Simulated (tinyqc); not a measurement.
From results back to parameters: Kane-Mele model of a buckled honeycomb layer in a normal field. Two cases, with inputs chosen for the exercise.

Problem. The gaps of the two spins at a valley are 2|D - lam| and 2 (D + lam), where 2 lam is the gap at zero field and D = e b Ez > 0. The layer is known to be a quantum spin Hall insulator. The gaps come from hidden lam and Ez.

Case 1.

Values chosen (out of a larger set: of the size used for silicene; not measured data): b = 0.24 angstrom (half the buckling height).

gaps (meV): 2.2000  11.8000

Case 2.

Values chosen (out of a larger set: of the size used for stanene; not measured data): b = 0.4 angstrom (half the buckling height).

gaps (meV): 48.0000  336.0000

Find: lam; Ez.

Solution. A quarter of the sum is the larger of D and lam, a quarter of the difference the smaller; the gaps alone cannot say which is which. Here lam > D.

Case 1.

lam = 3.50 meV
Ez = 0.0100 V/angstrom

Case 2.

lam = 96.00 meV
Ez = 0.180 V/angstrom

Computed by tinyqc, one run a case: `OMP_NUM_THREADS=1 python tinyqc.py N N+1 out.jsonl` with N = 1452645, 1452844; one thread of a shared Intel(R) Xeon(R) Processor @ 2.30GHz, about 0.01 s a run at most.
